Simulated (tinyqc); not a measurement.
Temperature and isotope dependence of a band gap in oscillator models: sweeps and comparisons. A value that a table varies takes the place of the one given here.

E(T) = E0 - sum_i sl_i th_i n_i(T), n = 1/(exp(th/T) - 1). The same coupling lowers the gap at 0 K by the zero-point term ZP = sum_i sl_i th_i/2, so the gap of the static lattice is E0 + ZP. Thermal expansion is taken as part of the slopes.

Two-parameter forms are made to pass through the falls at the two temperatures T12: Varshni aV T^2/(T + bV), from the line T^2/fall = (T + bV)/aV; one oscillator s1 t1/(exp(t1/T) - 1), with t1 from the ratio of the falls.

Constants: kB = 8.617333262e-05 eV/K; hbar^2/2m0 = 3.80998211 eV angstrom^2.

Inputs chosen for the exercise (near those of InP; the results hold for these values, not for the real material):
- E0 = 1.411 eV (gap at 0 K)
- th = (90, 360) K (temperatures of two oscillators)
- sl = (0.1632, 0.2348) meV/K (their high-temperature slopes)
- T12 = (200, 490) K (temperatures of the fits)
- mm = 0.23 m0 (geometric mean of the density-of-states masses)
- T = 150 K (temperature)

## How far the fits carry

Falls of the gap from E0, and errors of the two fits against the model.

Results:

| T (K) | fall (meV) | Varshni - model (meV) | one oscillator - model (meV) | fall/ZP |
|---|---|---|---|---|
| 20 | 0.17 | 0.58 | -0.16 | 0.003 |
| 50 | 2.97 | 1.18 | -1.92 | 0.060 |
| 100 | 12.44 | 1.57 | -1.83 | 0.251 |
| 200 | 42.58 | 0.00 | 0.00 | 0.858 |
| 300 | 78.42 | -1.13 | 0.51 | 1.581 |
| 400 | 116.12 | -1.00 | 0.38 | 2.341 |
| 600 | 193.58 | 2.04 | -0.65 | 3.902 |
| 800 | 272.09 | 7.29 | -2.09 | 5.485 |

Below the first fit point the largest errors are +1.57 meV (Varshni, 100 K, on a fall of 12.44 meV) and -1.92 meV (one oscillator, 50 K); a T^2 law cannot freeze out; a single oscillator misses the soft modes. At 800 K, beyond the second fit point, they are +7.3 and -2.1 meV, so the oscillator extrapolates better here. The thermal fall equals ZP between 200 and 300 K.

## What the shift does to the intrinsic density

ni = 2 (mm kT/(4 pi c))^(3/2) exp(-E/2kT), c = hbar^2/2m0, with E(T) and with E0; 1 angstrom^-3 = 1e24 cm^-3. Apparent gap from an Arrhenius plot of ni/T^(3/2): E(T) - T dE/dT, dE/dT = -sum sl_i (th_i/T)^2 n_i (1 + n_i).

Results:

| T (K) | E(T) (eV) | ni (cm^-3) | ni with E(T) / ni with E0 | apparent gap (eV) |
|---|---|---|---|---|
| 200 | 1.3684 | 8.64 | 3.440 | 1.4366 |
| 250 | 1.3509 | 5.10e+04 | 4.038 | 1.4407 |
| 300 | 1.3326 | 1.77e+07 | 4.557 | 1.4437 |
| 350 | 1.3139 | 1.21e+09 | 5.004 | 1.4460 |
| 400 | 1.2949 | 2.97e+10 | 5.389 | 1.4477 |
| 500 | 1.2564 | 2.77e+12 | 6.017 | 1.4502 |
| 700 | 1.1782 | 5.66e+14 | 6.885 | 1.4531 |

Using E0 in place of E(T) understates ni by a factor that rises from 3.44 to 6.88, towards exp(sum sl/2kB) = 10.1. The slope of an Arrhenius plot returns neither E(T) nor E0 but the intercept of the tangent, 1.4437 eV at 300 K, which lies 33 meV above E0 and tends to the static gap 1.4606 eV.

## What each parameter does

Gap at T, slope -sum sl_i (th_i/T)^2 n_i (1 + n_i) and ZP. Each row changes one parameter from the base and keeps the others.

Results:

| case | E(T) (eV) | dE/dT (meV/K) | ZP (meV) |
|---|---|---|---|
| base | 1.3847 | -0.3068 | 49.61 |
| T = 190 K | 1.3718 | -0.3358 | 49.61 |
| E0 = 1.421 eV | 1.3947 | -0.3068 | 49.61 |
| th = (90, 432) K | 1.3871 | -0.2811 | 58.06 |
| sl = (0.2122, 0.2348) meV/K | 1.3793 | -0.3543 | 51.81 |

The largest shifts from the base row, up to three for each result and ties (the steps differ in size, so this ranks the rows, not the parameters). E(T) (eV): T -0.0129, E0 +0.0100, sl -0.0054. dE/dT (meV/K): sl -0.0476, T -0.0290, th +0.0257; unchanged at the printed digits by E0. ZP (meV): th +8.45, sl +2.20; unchanged at the printed digits by T and E0.

Run: tinyqc, `OMP_NUM_THREADS=1 python tinyqc.py 1850316 1850317 out.jsonl`; Intel(R) Xeon(R) Processor @ 2.30GHz, one thread, shared host; about 0.01 s of CPU time with all checks.
